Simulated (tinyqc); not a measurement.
CMOS inverter, nodal equation and switching: effect of the temperature.

An n-channel pull-down (bn, VTn) and a p-channel pull-up (bp, VTp) share the input Vin and the output node Vout, which carries the load C. Transistor (EKV form, voltages against the body): I = 2 n b Vt^2 [F(vp - Vs) - F(vp - Vd)] from drain to source, F(v) = ln^2(1 + exp(v/(2 Vt))), vp = (Vg - VT + sg |Vd - Vs|)/n. n-channel bodies are at 0; for the p-channel device all voltages are counted down from Vdd. b in uA/V^2 gives I in uA. Static: In = Ip. Transient: C dVout/dt = Ip - In. No velocity saturation, no gate capacitance beyond C.

VM solves In = Ip with Vin = Vout; VIL and VIH are the inputs of gain -1, NML = VIL - Vout(VIH), NMH = Vout(VIL) - VIH. For a step input the delay to Vdd/2 is tHL = C times the integral of dV/(In - Ip) from Vdd/2 to Vdd at Vin = Vdd, and tLH likewise with Ip - In from 0 to Vdd/2 at Vin = 0. Thresholds, gain factors and n are held fixed.

Inputs (values chosen for the exercise): supply voltage Vdd = 1.2 V; slope factor n = 1.16; drain-induced barrier lowering sg = 0.086; n-channel threshold VTn = 0.27 V; p-channel threshold (magnitude) VTp = 0.3 V; gain factor of the pull-down transistor bn = 730 uA/V^2; gain factor of the pull-up transistor bp = 730 uA/V^2; load capacitance C = 0.97 fF.

Constants: q = 1.602176634e-19 C, kB = 1.380649e-23 J/K, Vt = kB T/q. Results are converted to the units shown.

Effect of the temperature:

| T (K) | VM (V) | gain at VM | NML (V) | NMH (V) | tHL (ps) | tLH (ps) |
|---|---|---|---|---|---|---|
| 220 | 0.5862 | -11.63 | 0.3718 | 0.4018 | 1.849 | 1.958 |
| 250 | 0.5862 | -11.63 | 0.3717 | 0.4017 | 1.849 | 1.958 |
| 280 | 0.5862 | -11.63 | 0.3715 | 0.4015 | 1.850 | 1.959 |
| 310 | 0.5862 | -11.63 | 0.3713 | 0.4013 | 1.850 | 1.959 |
| 340 | 0.5862 | -11.63 | 0.3709 | 0.4009 | 1.851 | 1.960 |
| 370 | 0.5862 | -11.62 | 0.3703 | 0.4003 | 1.851 | 1.960 |
| 400 | 0.5862 | -11.62 | 0.3697 | 0.3997 | 1.852 | 1.961 |
| 430 | 0.5862 | -11.61 | 0.3688 | 0.3988 | 1.853 | 1.962 |

What does the comparison show?

As T goes from 220 to 430 K, VM stays near 0.586 V, the size of the gain stays near 11.6, tHL stays near 1.85 ps and tLH stays near 1.96 ps. The smaller margin is largest, 0.372 V, at T = 220 K among the rows. In every row the overdrive passes 0.5 V, where velocity saturation, left out here, would lengthen the delays of short devices.

Numbers from tinyqc (`OMP_NUM_THREADS=1 python tinyqc.py 2340155 2340156 out.jsonl`; about 0.05 s on one thread of a shared Intel Xeon 2.30GHz).
